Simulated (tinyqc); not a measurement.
Vacuum evaporation: vapour pressure, source flux, thickness distribution, purity and step coverage: one step, computed by the program tinyqc.

Molecular flow, unit sticking of the metal, no re-evaporation. The background gas is taken as water vapour (18.015 g/mol, collision diameter 0.37 nm) at 300 K.

Question. Scattering and purity. Mean free path lambda = k_B T_g/(sqrt2 pi d^2 p); unscattered share exp(-h/lambda); gas arrival p/sqrt(2 pi m_g k_B T_g); impurity ratio = sticking x gas arrival/metal arrival; monolayer time = 1e15 cm^-2/(sticking x gas arrival).

Inputs (values chosen for the exercise, modelled on copper, with constants for the liquid):

| quantity | value | unit |
|---|---|---|
| source temperature T | 1440 | K |
| source-to-wafer distance h | 25 | cm |
| background pressure p | 0.0001 | Pa |
| sticking of background gas | 0.7 | - |

arrival rate at the centre = 4.339055e+14 1/(cm^2 s)

Constants: k_B = 1.380649e-23 J/K; u = 1.6605390666e-27 kg.

Give: mean free path; unscattered share; gas arrival rate; impurity ratio; monolayer time.

Answer.

mean free path = 68.10 m

unscattered share = 0.9963

gas arrival rate = 3.584e+14 1/(cm^2 s)

impurity ratio = 0.5782

monolayer time = 3.986 s

The gas that sticks amounts to more than a tenth of the metal, although few metal atoms scatter on the way: purity, not the free path, sets the vacuum needed.
